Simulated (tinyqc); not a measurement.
# Transfer-length model of a contact: effects of single changes

A metal contact of length d and width W on a thin layer of the same width. The metal has no resistance, the sheet resistance under it equals Rsh, and current enters the layer at the front edge x = 0.

Parameters, values chosen for the exercise:
- Rsh = 2000 ohm/sq (sheet resistance of the semiconductor layer)
- rc = 1.9e-8 ohm cm^2 (specific contact resistivity)
- d = 0.052 um (contact length)
- W = 1.6 um (contact width)

Each table varies one quantity; the others keep the values above.

## Effect of the sheet resistance

Transfer length Lt = sqrt(rc/Rsh); front resistance Rc = (Rsh Lt/W) coth(d/Lt); end resistance Re = (Rsh Lt/W)/sinh(d/Lt).

Results:
```
Rsh (ohm/sq)   Lt (um)    d/Lt  Rc W (ohm um)  Re W (ohm um)
67              0.1684  0.3088          37.69          35.96
160             0.1090  0.4772          39.27          35.19
850            0.04728   1.100          50.21          30.09
2000           0.03082   1.687          66.02          23.62
4600           0.02032   2.559          94.62          14.56
11000          0.01314   3.957          144.7          5.533
25000         0.008718   5.965          217.9          1.119
58000         0.005724   9.085          332.0        0.07523
```

Estimate the missing row, Rsh = 360 ohm/sq.

Computed row:
```
Rsh (ohm/sq)  Lt (um)    d/Lt  Rc W (ohm um)  Re W (ohm um)
360           0.07265  0.7158          42.58          33.60
```

With this row back in the table: Rc W rises from 37.7 to 332 ohm um while Re W falls from 36.0 to 0.0752 ohm um; for Rsh going to zero both tend to rc/d = 36.5 ohm um. A larger Rsh shortens Lt and crowds the current to the front edge. In 3 of the 9 rows Lt is below 20 nm, near the thickness of a real layer, where current spreads in depth and the line model fails.

## Effect of the contact resistivity

Same model as above.

Effect of the contact resistivity:
```
rc (ohm cm^2)   Lt (um)    d/Lt  Rc W (ohm um)
3.6e-10        0.004243   12.26          8.485
1.1e-9         0.007416   7.012          14.83
3.1e-9          0.01245   4.177          24.91
9.1e-9          0.02133   2.438          43.32
2.7e-8          0.03674   1.415          82.70
7.8e-8          0.06245  0.8327          183.2
2.3e-7           0.1072  0.4849          476.4
6.7e-7           0.1830  0.2841           1323
```

Read the table: what changes, and by how much?

Rc W rises from 8.49 to 1320 ohm um, as rc^(0.50) between the first two rows (d/Lt = 12) and rc^(0.96) between the last two (d/Lt = 0.28); a long contact gives the power 1/2 and a short one 1. In 3 of the 8 rows Lt is below 20 nm, near the thickness of a real layer, where current spreads in depth and the line model fails.

Numbers from tinyqc (`OMP_NUM_THREADS=1 python tinyqc.py 2760041 2760042 out.jsonl`; about 0.01 s on one thread of a shared Intel Xeon 2.30GHz).
